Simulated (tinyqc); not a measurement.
Minority-electron transport through the base of a bipolar transistor (Moll-Ross and Kroemer integrals). From one set of inputs to another, one input at a time. Computed by tinyqc, a small Python program. Command: `OMP_NUM_THREADS=1 python tinyqc.py 3002566 3002567 out.jsonl base ladder`. One thread of a shared host (Intel(R) Xeon(R) Processor @ 2.30GHz), about 0.01 s of CPU time with the checks.

Low injection, one dimension, x from the emitter edge (0) to the collector edge (W), s = x/W. Recombination is treated as a small correction (valid for tau_B well below tau_n), computed from the stored charge.

The inputs printed are set A. Set A is modelled on silicon; the values taken over come from a set modelled on GaAs. Inputs not listed in the table keep their values of set A, so the rows need not describe a real material.

Inputs (values chosen for the exercise, modelled on silicon): intrinsic density n_i at the emitter edge = 9.5e+09 1/cm^3; base doping at the emitter edge N_0 = 1.1e+19 1/cm^3; base width W = 17 nm; mu_min = 140 cm^2/(V s); mu_max = 1340 cm^2/(V s); N_ref = 9.7e+16 1/cm^3; saturation velocity v_s = 0.75 1e7 cm/s; electron lifetime tau_n = 64 ns; emitter Gummel number G_E = 2.7e+14 s/cm^4; base-emitter voltage V_BE = 0.76 V; temperature T = 300 K; doping ratio N_0/N(W) = 3.8; gap narrowing across the base dE_g = 140 meV.

Base doping profile: exponential. Gap grading: linear. Exit of the base: infinite sink.

Constants: k_B = 8.617333262e-05 eV/K; e = 1.602176634e-19 C.

Method:
- N(x) = N_0 (ratio)^(-s); n_i(x)^2 = n_i^2 exp(s dE_g/k_B T); D(x) = (k_B T/e) mu, mu = mu_min + (mu_max - mu_min)/(1 + (N/N_ref)^0.7).
- With y(x) = N n_i^2/(D n_i(x)^2): base Gummel number G_B = int_0^W y dx; J_C = e n_i^2 exp(e V_BE/k_B T)/G_B; n(x) = (J_C/e)(n_i(x)^2/(N n_i^2)) [int_x^W y dx]; transit time tau_B = (e/J_C) int n dx; trapezoid rule on 401 even points.
- Emitter-limited gain beta_E = G_E/G_B; recombination-limited gain beta_R = tau_n/tau_B; 1/beta = 1/beta_E + 1/beta_R; f_T from the base alone = 1/(2 pi tau_B).

Each row keeps all changes above it:
```
input moved                                      from       to  base transit time tau_B (ps)  current gain beta  base Gummel number G_B (s/cm^4)
set A                                               -        -                       0.06715                475                       5.6829e+11
electron lifetime tau_n (ns)                       64       10                       0.06715                474                       5.6829e+11
base width W (nm)                                  17       36                       0.30112                223                       1.2034e+12
doping ratio N_0/N(W)                             3.8      7.1                       0.25783                247                       1.0882e+12
mu_max (cm^2/(V s))                              1340     7290                       0.09167                567                       4.7331e+11
base doping at the emitter edge N_0 (1/cm^3)  1.1e+19  1.6e+18                       0.03403              10050                       2.5948e+10
emitter Gummel number G_E (s/cm^4)            2.7e+14    6e+12                       0.03403                231                       2.5948e+10
base-emitter voltage V_BE (V)                    0.76     0.81                       0.03403                231                       2.5948e+10
```

Where does the difference come from?

Base transit time tau_B goes from 0.0671 to 0.0340, a factor 0.507 in all. The largest single move comes from base width W (a factor 4.48), but it runs against the net change; the largest move in the direction of the net change is mu_max (a factor 0.356). Current gain beta goes from 475 to 231, a factor 0.487 in all. The largest single move comes from emitter Gummel number G_E (a factor 0.0230), and base doping at the emitter edge N_0 works against it (a factor 17.7). Base Gummel number G_B goes from 5.68e11 to 2.59e10, a factor 0.0457 in all. The largest single move comes from base doping at the emitter edge N_0 (a factor 0.0548), and base width W works against it (a factor 2.12). The single moves hold for this order of the switches; the total does not depend on the order.

Caution (all rows): the mean velocity exceeds v_s, so drift-diffusion with a low-field mobility overstates the speed. Caution (rows set A, electron lifetime tau_n): the base is only a few mean free paths wide, so transport is partly ballistic. Caution (rows base doping at the emitter edge N_0): a current gain above 1e4 is beyond working transistors: the base charge is too small for this emitter.

Extremes, crossings and ranges named in words are read from the listed rows.
